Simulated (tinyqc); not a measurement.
Anisotropic elasticity and sound waves of a cubic crystal: one step, computed by the program tinyqc.

Voigt order 1..6 = xx, yy, zz, yz, xz, xy, with engineering shear strains. The rotated frame has x' as named, z' along the wafer normal and y' = z' x x'.

Task: Sound waves along the wave normal. In the cube axes, with unit normal n: G_ij = (C12 + C44) n_i n_j + (C44 - H n_i^2) delta_ij, eigenvalues rho v^2, eigenvectors u (columns, largest component positive). Group velocity V_i = [(C12 + C44)(u.n) u_i + C44 n_i - H u_i^2 n_i]/(rho v); its angle to n has cosine v/|V|.

Inputs (values chosen for the exercise, modelled on diamond): C12 = 126.7 GPa; C44 = 583.5 GPa; density rho = 3.539 g/cm^3.

Frame: (112) wafer, x' along [1-10].

wave normal (not normalised): 4  2.5  0.2

H = 211.7 GPa

Give: Christoffel matrix; phase velocities; polarisations; group speeds; angles between V and n.

Result:

Christoffel matrix (GPa):
```
       x      y      z
x  941.3  318.6   25.5
y  318.6  723.3   15.9
z   25.5   15.9  584.4
```

phase velocities (m/s): 11833  12834  18187

polarisations:
```
      slow     fast  longitudinal
x  -0.5821  -0.0292        0.8126
y   0.8128  -0.0470        0.5806
z   0.0213   0.9985        0.0511
```

group speeds (m/s): 11966  12838  18225

angles between V and n (degree): 8.550  1.389  3.681

Energy flows off the wave normal by up to 8.6 degrees, for the slow transverse wave.
